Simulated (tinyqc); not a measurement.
Two-sublattice mean-field magnet: ferrimagnet, compensation points and susceptibility: one step, computed by the program tinyqc.

A random alloy A(1-x)B(x) with H = -sum over pairs J S_i.S_j. a = <S_A> and b = <S_B> are taken along z, a > 0. Exchange fields: h_A = (1 - x) zJ_AA a + x zJ_AB b, h_B = (1 - x) zJ_AB a + x zJ_BB b; a = S_A B_(S_A)(S_A h_A/(k_B T)) and likewise for b, with the Brillouin function B_S(y) = [(2S + 1)/(2S)] coth[(2S + 1) y/(2S)] - [1/(2S)] coth[y/(2S)].

Problem. Ordering temperature. Linearised, T (a, b) = M (a, b) with M_ij = S_i (S_i + 1) c_j zJ_ij/(3 k_B), c_A = 1 - x, c_B = x. T_c is the larger eigenvalue, and its eigenvector gives b/a at onset, (T_c - M_AA)/M_AB.

Inputs (values chosen for the exercise, for a model ferrimagnet):
```
quantity               value  unit
spin S_A                 1.5     -
spin S_B                 1.5     -
fraction x of B sites   0.18     -
z J_AA                    14   meV
z J_BB                  0.46   meV
z J_AB                  -3.1   meV
T over T_c              0.78     -
```

Constants: k_B = 8.617333262e-05 eV/K.

Give: M; eigenvalues; T_c; b/a at onset; T.

Solution.

M (K):
```
       A     B
A  166.5  -8.1
B  -36.9   1.2
```

eigenvalues (K): -0.6  168.3

T_c = 168.3 K

b/a at onset = -0.2207

T = 131.3 K

The antiferromagnetic A-B coupling raises T_c by 2 K over that of A alone.
